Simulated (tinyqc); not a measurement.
## Dose and depth of a threshold implant

Inverse problem. A sheet of D acceptors per cm^2 lies at depth xi inside the depleted layer of a body doped Na. In the depletion approximation VT = Vfb + f2 + q D/Cox + gamma sqrt(f2 + Vsb - q D xi/(eps0 eps_r)), gamma = sqrt(2 eps0 eps_r q Na)/Cox, Cox = eps0 eox/tox. Find gamma, D and xi.

Parameters, values chosen for the exercise; band and dielectric values close to those of silicon:

| symbol | value | unit | meaning |
|---|---|---|---|
| eps_r | 11.9 |  | relative permittivity |
| Na | 4.2e17 | cm^-3 | acceptor density deep in the body |
| eox | 3.9 |  | relative permittivity of the gate insulator (close to silicon dioxide) |
| tox | 11 | nm | insulator thickness |
| Vfb | -0.45 | V | flat-band voltage |
| f2 | 0.835 | V | band bending 2 phiF at threshold |

Constants: q = 1.602176634e-19 C, eps0 = 8.8541878128e-14 F/cm where lengths are in cm. Results are converted to the units shown.

VT against the source at Vsb = 0 and 1.6 V (V): 1.9757398  2.7799410

Answer. With y^2 = f2 - q D xi/(eps0 eps_r) and d the difference of the thresholds over gamma, sqrt(y^2 + Vsb) - y = d gives y = (Vsb - d^2)/(2 d). The first threshold then gives D, and y^2 gives xi.

gamma = 1.200 V^0.5
D = 1.100e12 cm^-2
xi = 5.900 nm

Program tinyqc, `OMP_NUM_THREADS=1 python tinyqc.py 2080011 2080012 out.jsonl`; Intel Xeon 2.30GHz, shared host, one thread, about 0.5 s.
